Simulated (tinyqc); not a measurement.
# Trench capacitor in an array: capacitance, non-linearity, leakage and relaxation: what changes with what

A film between two metal electrodes, each interface adding a series capacitance ci. The small-signal permittivity is ek (1 + aq E^2); the field is found with the linear permittivity. Leakage J = J0 sinh(E/Ef). After a voltage step the film passes a relaxation current kr C V tt^(-nr), tt being the time in seconds. The sidewall is a coaxial capacitor with radii a = dm/2 - t and b = dm/2, depth AR dm; the end face is left out.

Parameters, values chosen for the exercise; permittivity of the order of that of titanium dioxide: relative permittivity of the film ek = 76.7; film thickness t = 24 nm; capacitance of each electrode interface (dead layer and screening) ci = 1000 uF/cm^2; quadratic field coefficient of the permittivity aq = 0.027 cm^2/MV^2; bias V = 2.1 V; exponent of the relaxation current nr = 0.961; strength of the relaxation kr = 0.00044; leakage prefactor J0 = 1.4e-11 A/cm^2; field for an e-fold rise of the leakage Ef = 0.41 MV/cm; diameter of the hole dm = 230 nm; aspect ratio, depth over diameter AR = 50; pitch of the square array pt = 410 nm; resistivity of the inner electrode rho = 160 uohm cm; duration of the write pulse t0 = 1e-7 s.

Constants: eps0 = 8.8541878128e-14 F/cm where lengths are in cm. Results are converted to the units shown.

Each table varies one quantity; the others keep the values above.

## Capacitance, non-linearity and leakage against thickness

Planar film: Cf = eps0 ek/t, 1/C = 1/Cf + 2/ci, EOT = 3.9 eps0/C, effective permittivity C t/eps0, E = (V/t) C/Cf; quadratic coefficient [C(V)/C - 1]/V^2 with Cf (1 + aq E^2) in C(V).

Capacitance, non-linearity and leakage against thickness:

| t (nm) | C (uF/cm^2) | EOT (nm) | effective permittivity | E (MV/cm) | quadratic coefficient (ppm/V^2) | J (A/cm^2) |
|---|---|---|---|---|---|---|
| 7.7 | 8.667 | 0.3984 | 75.37 | 2.680 | 4.307e4 | 4.829e-9 |
| 9.9 | 6.767 | 0.5103 | 75.66 | 2.093 | 2.640e4 | 1.152e-9 |
| 13 | 5.170 | 0.6679 | 75.91 | 1.599 | 1.547e4 | 3.454e-10 |
| 17 | 3.963 | 0.8713 | 76.09 | 1.226 | 9119 | 1.387e-10 |
| 21 | 3.213 | 1.075 | 76.21 | 0.9936 | 6004 | 7.836e-11 |
| 28 | 2.414 | 1.431 | 76.33 | 0.7464 | 3394 | 4.209e-11 |
| 36 | 1.879 | 1.837 | 76.41 | 0.5811 | 2060 | 2.719e-11 |
| 46 | 1.472 | 2.346 | 76.47 | 0.4552 | 1265 | 1.894e-11 |
| 60 | 1.129 | 3.058 | 76.53 | 0.3492 | 744.9 | 1.342e-11 |

What does the comparison show?

C falls from 8.67 to 1.13 uF/cm^2 while the effective permittivity goes from 75.4 to 76.5 (ek = 76.7). EOT is a straight line in t with slope 3.9/ek = 0.0508 and intercept 0.00691 nm. The quadratic coefficient goes as t^(-1.95) between the first two rows and t^(-1.99) between the last two (-2 without interfaces), and J falls by 2.56 decades.

## Cell against the film thickness

Per length 1/c = ln(b/a)/(2 pi eps0 ek) + (1/a + 1/b)/(2 pi ci); cell capacitance c AR dm; per footprint over pt^2; fields c V/(2 pi eps0 ek r) at r = a and b; resistance of the inner electrode rho AR dm/(pi a^2); time constant R C/3 of the distributed line.

Cell against the film thickness:

| t (nm) | cell capacitance (fF) | per footprint (uF/cm^2) | field at a (MV/cm) | field at b (MV/cm) | R (kohm) | R C/3 (ps) |
|---|---|---|---|---|---|---|
| 8 | 669.19 | 398.09 | 2.6765 | 2.4903 | 0.51156 | 114.11 |
| 11 | 482.10 | 286.79 | 1.9838 | 1.7941 | 0.54150 | 87.020 |
| 15 | 347.94 | 206.98 | 1.4890 | 1.2948 | 0.58569 | 67.929 |
| 20 | 255.10 | 151.75 | 1.1492 | 0.94930 | 0.64896 | 55.183 |
| 26 | 190.46 | 113.30 | 0.91580 | 0.70875 | 0.73941 | 46.942 |
| 36 | 130.18 | 77.444 | 0.70522 | 0.48446 | 0.93846 | 40.724 |
| 48 | 90.562 | 53.874 | 0.57846 | 0.33701 | 1.3047 | 39.386 |

What does the comparison show?

As t goes from 8 to 48, the cell capacitance falls from 669 to 90.6 fF, the capacitance per footprint falls from 398 to 53.9 uF/cm^2, the ratio of the two fields rises from 1.07 to 1.72 and R C/3 falls from 114 to 39.4 ps; the time constant goes as t^(-0.85) between the first two rows and t^(-0.12) between the last two.

## Charge lost after writing

Planar film: Cf = eps0 ek/t, 1/C = 1/Cf + 2/ci, EOT = 3.9 eps0/C, effective permittivity C t/eps0, E = (V/t) C/Cf. A capacitor written for t0 and then left open loses, as a share of C V, kr (tt^(1 - nr) - t0^(1 - nr))/(1 - nr) by relaxation and J tt/(C V) by leakage; both are taken as small, and rows far outside that range are left out.

The same in every row: leakage current (nA/cm^2) = 0.057604.

Result of one run:

| tt (s) | relaxation current (nA/cm^2) | loss by relaxation (%) | loss by leakage (%) | total loss (%) |
|---|---|---|---|---|
| 100 | 0.031114 | 0.74846 | 0.097488 | 0.84595 |

What becomes of these results when the time since the start of the write pulse tt is changed from 100 to 1e-6 s, all else the same?

Result of the changed run:

| tt (s) | relaxation current (nA/cm^2) | loss by relaxation (%) | loss by leakage (%) | total loss (%) |
|---|---|---|---|---|
| 1e-6 | 1.5169e6 | 0.056535 | 9.7488e-10 | 0.056535 |

The whole series:

| tt (s) | relaxation current (nA/cm^2) | loss by relaxation (%) | loss by leakage (%) | total loss (%) |
|---|---|---|---|---|
| 1e-6 | 1.5169e6 | 0.056535 | 9.7488e-10 | 0.056535 |
| 1e-5 | 1.6594e5 | 0.11838 | 9.7488e-9 | 0.11838 |
| 0.0001 | 18153 | 0.18604 | 9.7488e-8 | 0.18604 |
| 0.001 | 1985.9 | 0.26005 | 9.7488e-7 | 0.26005 |
| 0.01 | 217.25 | 0.34102 | 9.7488e-6 | 0.34103 |
| 0.1 | 23.766 | 0.42960 | 9.7488e-5 | 0.42969 |
| 1 | 2.5999 | 0.52649 | 9.7488e-4 | 0.52747 |
| 10 | 0.28442 | 0.63250 | 0.0097488 | 0.64224 |
| 100 | 0.031114 | 0.74846 | 0.097488 | 0.84595 |
| 1000 | 0.0034037 | 0.87531 | 0.97488 | 1.8502 |

The two currents are equal at tt = 52.7 s. The loss by relaxation grows from 0.0565 to 0.875 %, by 0.0618 points over the first decade and 0.127 over the last, while the loss by leakage grows tenfold a decade. Leakage is the larger loss for tt = 1000 s.

Program tinyqc, `OMP_NUM_THREADS=1 python tinyqc.py 2102128 2102129 out.jsonl`; Intel Xeon 2.30GHz, shared host, one thread, about 0.01 s.
